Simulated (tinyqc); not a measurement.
# Inversion-layer mobility, back-scattering and ballistic limit of a field-effect transistor, step by step

A worked calculation. Computed by tinyqc, a small Python program that keeps every step. Command: `OMP_NUM_THREADS=1 python tinyqc.py 3022348 3022349 out.jsonl mos walk`. One thread of a shared host (Intel(R) Xeon(R) Processor @ 2.30GHz), about 0.01 s of CPU time with the checks. Intermediate numbers are printed to about 5 digits and carried at full precision; extremes and crossings named in words are read from the listed rows.

The charge at the top of the source barrier is fixed by the gate; series resistance and short-channel effects are left out. F_j are Fermi integrals normalised to exp(eta) in the classical limit.

Inputs (values chosen for the exercise, modelled on a strained silicon n-channel):

| quantity | value | unit |
|---|---|---|
| transport mass m | 0.2 | m_0 |
| valley degeneracy g_v | 2 | - |
| weight w of the inversion charge | 0.5 | - |
| permittivity eps | 11.7 | - |
| phonon mobility at 1 MV/cm and 300 K, mu_ph | 580 | cm^2/(V s) |
| roughness mobility at 1 MV/cm, mu_sr | 1900 | cm^2/(V s) |
| Coulomb mobility at N_inv = 1e12/cm^2, mu_C | 1100 | cm^2/(V s) |
| electrical oxide thickness t_inv | 1.8 | nm |
| depletion charge N_dep | 4.7e+11 | 1/cm^2 |
| gate overdrive V_G - V_T | 0.79 | V |
| drain voltage V_D | 0.05 | V |
| channel length L | 560 | nm |
| exponent a of the critical length | 0.61 | - |
| temperature T | 77 | K |

Statistics at the top of the barrier: Fermi-Dirac.

Constants: eps_0 = 8.8541878128e-12 F/m; e = 1.602176634e-19 C; m_0 = 9.1093837015e-31 kg; k_B = 1.380649e-23 J/K; hbar = 1.054571817e-34 J s; k_B = 8.617333262e-05 eV/K.

## Charge and field

N_inv = 3.9 eps_0 (V_G - V_T)/(e t_inv); effective field E_eff = e (N_dep + w N_inv)/(eps eps_0).

inversion density N_inv = 9.4593e+12 1/cm^2

effective field E_eff = 0.80417 MV/cm

## Effective mobility

mu_phonon = mu_ph (E_eff/1 MV/cm)^(-0.3) (T/300 K)^(-1.75); mu_rough = mu_sr (E_eff/1 MV/cm)^(-2); mu_Coulomb = mu_C (N_inv/1e12 cm^-2) (T/300 K); Matthiessen's rule adds 1/mu.

phonon part = 6690.0 cm^2/(V s)

roughness part = 2938.0 cm^2/(V s)

Coulomb part = 2670.7 cm^2/(V s)

effective mobility mu = 1157.0 cm^2/(V s)

The Coulomb part is the lowest and holds 43 % of 1/mu.

## Ballistic limit

F_j(eta) = (1/Gamma(j + 1)) int_0^infinity x^j/(1 + exp(x - eta)) dx, F_0 = ln(1 + exp(eta)). Integrals over x = E/(k_B T) use 160 Gauss-Legendre points in u = sqrt(x) from 0 to sqrt(max(eta, 0) + 32). Ballistic channel: N_2D = g_v m k_B T/(pi hbar^2), U = e V_D/(k_B T); eta_F solves N_inv = (N_2D/2)[F_0(eta_F) + F_0(eta_F - U)]; v_T = sqrt(2 k_B T/(pi m)); I/W = e (N_2D/2) v_T [F_1/2(eta_F) - F_1/2(eta_F - U)]; injection velocity v_T F_1/2(eta_F)/F_0(eta_F).

N_2D = 1.1087e+12 1/cm^2

eta_F = 12.295

thermal velocity v_T = 0.60949 1e7 cm/s

injection velocity = 1.6209 1e7 cm/s

ballistic current I/W = 1323.0 microampere/micrometre

Degeneracy raises the injection velocity by a factor 2.66.

## Back-scattering

Mean free path lambda = (2 k_B T/e)(mu/v_T) F_0(eta_0)/F_-1/2(eta_0), with eta_0 from N_inv = N_2D F_0(eta_0); critical length l = L (1 + U)^(-a), an empirical rule; back-scattering r = l/(l + lambda). Then eta solves N_inv = (N_2D/2)[(1 + r) F_0(eta) + (1 - r) F_0(eta - U)] and I/W = e (N_2D/2) v_T (1 - r)[F_1/2(eta) - F_1/2(eta - U)]. Ballistic ratio: I over the ballistic current. Apparent mobility 1/(1/mu + 1/mu_B), mu_B = mu L/lambda.

eta_0 = 8.5315

mean free path lambda = 65.614 nm

critical length l = 151.41 nm

back-scattering coefficient r = 0.69766

current I/W = 325.13 microampere/micrometre

ballistic ratio = 0.24575

apparent low-field mobility = 1035.7 cm^2/(V s)

L/lambda = 8.53, but at this drain voltage only the first 151 nm can return a carrier to the source, so the device works at 25 % of its ballistic limit. Caution: the current exceeds the long-channel drift law, so the empirical rule for l, meant for short channels, is too generous here. Caution: in a degenerate gas the layer that can return carriers is set by E_F rather than k_B T, so l is underestimated.

## Channel length

The last column is the long-channel law e N_inv mu V/L with V = V_D - V_D^2/(2 V_ov) below pinch-off and V_ov/2 above, V_ov = V_G - V_T.

Currents (microampere/micrometre):

| L (nm) | r | I/W | ballistic ratio | long-channel law |
|---|---|---|---|---|
| 5 | 0.02019 | 1290.1 | 0.97509 | 16980 |
| 10 | 0.03957 | 1258.6 | 0.95133 | 8490 |
| 20 | 0.07614 | 1199.9 | 0.90694 | 4245 |
| 40 | 0.14150 | 1096.8 | 0.82899 | 2123 |
| 80 | 0.24792 | 934.1 | 0.70600 | 1061 |
| 160 | 0.39733 | 717.0 | 0.54196 | 531 |
| 400 | 0.62239 | 417.4 | 0.31548 | 212 |
| 1000 | 0.80471 | 201.4 | 0.15223 | 85 |

The current scales as L^-0.80 at the long end and as L^-0.04 at the short end, where it reaches 98 % of the ballistic 1320. The long-channel law passes the ballistic limit between 40.0 and 80.0 nm and has no meaning below. At 1000 nm the model gives 2.37 times the long-channel law; the rule for l is a fit for short devices and fails wherever the model exceeds that law. Raising mu by 10 % at 20 nm raises I by 0.9 %.

## The mobility curve

The formulas are those given above.

Mobilities (cm^2/(V s)):

| V_G - V_T (V) | N_inv (1/cm^2) | E_eff (MV/cm) | phonon | roughness | Coulomb | total |
|---|---|---|---|---|---|---|
| 0.03 | 3.5921e+11 | 0.1005 | 12486 | 1.8824e+05 | 101.4 | 100.5 |
| 0.06 | 7.1843e+11 | 0.1282 | 11604 | 1.1552e+05 | 202.8 | 199.0 |
| 0.12 | 1.4369e+12 | 0.1838 | 10417 | 5.6242e+04 | 405.7 | 387.8 |
| 0.20 | 2.3948e+12 | 0.2579 | 9410 | 2.8572e+04 | 676.1 | 617.2 |
| 0.35 | 4.1908e+12 | 0.3968 | 8269 | 1.2070e+04 | 1183.2 | 953.3 |
| 0.50 | 5.9869e+12 | 0.5357 | 7557 | 6.6220e+03 | 1690.3 | 1142.9 |
| 0.75 | 8.9803e+12 | 0.7671 | 6785 | 3.2286e+03 | 2535.4 | 1174.4 |
| 1.00 | 1.1974e+13 | 0.9986 | 6269 | 1.9053e+03 | 3380.6 | 1020.2 |
| 1.50 | 1.7961e+13 | 1.4616 | 5592 | 8.8942e+02 | 5070.9 | 666.5 |

The lowest part is Coulomb from 0.0300 to 0.750, roughness from 1.00 to 1.50 V. The total peaks at 1174 near E_eff = 0.77 MV/cm: screening lifts it at low density and the field presses it down at high density.

Checks made by the program: long channel and small V_D against the drift formula e N mu V_D/L (relative difference 9e-04).
